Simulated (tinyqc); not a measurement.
Inside a calculation. Model: straight dislocations in isotropic elasticity: fields, energies, partials, Peierls stress and walls. Computed by tinyqc, a small Python program that keeps every step. Command: `OMP_NUM_THREADS=1 python tinyqc.py 3021516 3021517 out.jsonl disloc walk`. One thread of a shared host (Intel(R) Xeon(R) Processor @ 2.30GHz), about 0.01 s of CPU time with the checks. Intermediate numbers are printed to about 6 digits and carried at full precision; extremes and crossings named in words are read from the listed rows.

The line runs along z, the glide plane is y = 0, and beta is the angle between b and the line (0 screw, 90 degrees edge): b_e = b sin(beta) along +x with the extra half plane at y > 0, b_s = b cos(beta). Stress is positive in tension.

Inputs (values chosen for the exercise, modelled on silver):

| quantity | value | unit |
|---|---|---|
| shear modulus G | 30.4 | GPa |
| Poisson ratio nu | 0.385 | - |
| Burgers vector b | 2.889 | angstrom |
| stacking-fault energy gamma | 15.4 | mJ/m^2 |
| dislocation density rho | 4.2e+12 | 1/m^2 |
| core radius r0/b | 1 | - |
| misfit volume of a solute dV | 3.7 | angstrom^3 |
| temperature T | 1050 | K |
| unstable fault energy gamma_us | 139 | mJ/m^2 |
| tilt angle theta | 5.7 | degrees |
| source length l | 490 | nm |

Character: edge.

field point (x, y) (nm): -6.9  -2.5

Constants: 1 eV/angstrom^3 = 160.2176634 GPa; k_B = 8.617333262e-05 eV/K.

## Line energy and line tension

Energy factor K = G [cos^2(beta) + sin^2(beta)/(1 - nu)]. E = K b^2/(4 pi) ln(R/r0) with R = 1/(2 sqrt(rho)); tension T = E + d^2E/d(beta)^2 = G b^2 [1 + nu - 3 nu sin^2(beta)]/(4 pi (1 - nu)) ln(R/r0). The core energy is taken into r0.

energy factor K = 49.4309 GPa

ln(R/r0) = 6.73874

line energy E = 13.8087 eV/nm

line tension T = 3.17600 eV/nm

stored energy rho E = 9.29205 kJ/m^3

T/E = 0.23: bowing turns parts of the line towards the cheaper screw character, so it is soft.

## Stress at a point

With D = G b_e/(2 pi (1 - nu)), S = G b_s/(2 pi), r^2 = x^2 + y^2: s_xx = -D y (3x^2 + y^2)/r^4, s_yy = D y (x^2 - y^2)/r^4, s_xy = D x (x^2 - y^2)/r^4, s_zz = nu (s_xx + s_yy), s_xz = -S y/r^2, s_yz = S x/r^2. Pressure p = -trace/3.

stress (MPa):
```
          x         y       z
x   292.007  -223.596   0.000
y  -223.596   -81.013   0.000
z     0.000     0.000  81.233
```

pressure p = -97.4088 MPa

The point lies below the glide plane, on the stretched side.

## Force on a second, equal dislocation at that point; binding of a solute

Peach-Koehler force per length on a parallel dislocation with the same b: in the glide plane F_x = s_xy b_e + s_yz b_s, normal to it F_y = -(s_xx b_e + s_xz b_s), which drives climb of the edge part or cross-slip of a screw. A solute with misfit volume dV has the energy p dV, and its dilute concentration is scaled by exp(-p dV/(k_B T)).

glide force F_x = -64.5967 mN/m

normal force F_y = -84.3607 mN/m

solute energy = -2.24952 meV

concentration ratio = 1.02517

Along x the second dislocation is repelled. The oversized solute is enriched here.

## Splitting into partials

Shockley partials have b_p = b/sqrt(3) at the angles beta -/+ 30 degrees; their repulsion balances the fault at d = G b_p^2/(8 pi gamma) (2 - nu)/(1 - nu) [1 - 2 nu cos(2 beta)/(2 - nu)].

partial Burgers vector b_p = 1.66796 angstrom

splitting width d = 8.47423 nm

d/b = 29.3327

Widely split: cross-slip and climb need a constriction first.

## Peierls-Nabarro core of the undissociated dislocation

Misfit energy gamma(u) = (gamma_us/2)(1 - cos(2 pi u/b)), so the largest restoring stress is tau_max = pi gamma_us/b; u(x) = b/2 + (b/pi) arctan(x/zeta), zeta = K b/(4 pi tau_max). Summing the misfit energy over atomic rows a' apart gives, for a wide core, W_P = (K b^2/pi) exp(-2 pi zeta/a') and sigma_P = (K b/a') exp(-2 pi zeta/a'); a' = b/2 for edge and 30-degree lines, b sqrt(3)/2 for screw and 60-degree lines.

tau_max = 1.51153 GPa

half width zeta = 7.51829 angstrom

row spacing a' = 1.4445 angstrom

Peierls barrier W_P = 5.14169e-11 meV/nm

Peierls stress sigma_P = 6.20156e-10 MPa

zeta/a' = 5.20 and sigma_P/G = 2.0e-14: the stress falls by a factor e for each a'/(2 pi) of half width. Caution: so small a Peierls stress means only that the model finds negligible lattice resistance; its value is not a prediction.

## Strength from dislocations

Frank-Read source, averaged over the loop: tau = G b/(2 pi l) [(1 - nu/2)/(1 - nu)] ln(l/r0). Taylor hardening: tau = 0.3 G b sqrt(rho).

Frank-Read stress = 27.8520 MPa

Taylor stress = 5.39967 MPa

Of the source, forest and Peierls stresses the largest here is the source stress. Caution: the source is longer than the mean dislocation spacing 1/sqrt(rho), so the forest would pin it into shorter segments and its stress is only formal.

## Low-angle tilt boundary

A symmetric tilt wall of edge dislocations has the spacing h = b/(2 sin(theta/2)); Read-Shockley: gamma_b = E0 theta (A - ln theta), E0 = G b/(4 pi (1 - nu)), A = 1 + ln(b/(2 pi r0)), theta in radians.

spacing h = 2.90519 nm

boundary energy = 166.177 mJ/m^2

angle of the maximum, exp(A - 1) = 9.11891 degrees

Caution: towards the maximum of the Read-Shockley curve the spacing is no longer large against the core size, so the formula is only rough.

## Character of the line

E = K b^2/(4 pi) ln(R/r0); T = G b^2 [1 + nu - 3 nu sin^2(beta)]/(4 pi (1 - nu)) ln(R/r0).

From screw to edge:

| beta (degrees) | K (GPa) | E (eV/nm) | T (eV/nm) | d (nm) |
|---|---|---|---|---|
| 0 | 30.4000 | 8.4923 | 19.1250 | 3.00240 |
| 15 | 31.6748 | 8.8485 | 18.0566 | 3.36894 |
| 30 | 35.1577 | 9.8214 | 15.1378 | 4.37036 |
| 45 | 39.9154 | 11.1505 | 11.1505 | 5.73831 |
| 60 | 44.6732 | 12.4796 | 7.1633 | 7.10627 |
| 75 | 48.1561 | 13.4525 | 4.2444 | 8.10768 |
| 90 | 49.4309 | 13.8087 | 3.1760 | 8.47423 |

The edge costs 1/(1 - nu) = 1.626 times the screw in energy, yet its tension is only (1 - 2 nu)/(1 + nu) = 0.166 of the screw value, so loops under stress are elongated along b. The edge splits 2.82 times as widely, (2 + nu)/(2 - 3 nu), since there the larger, edge parts of the partials repel with the factor 1/(1 - nu) and the small screw parts attract, while in the screw the roles are exchanged.

Checks made by the program: zero divergence of the stress field, by differences and relative to the size of its gradient (relative difference 1e-10); splitting against the force between the two partials (relative difference below 1e-10).
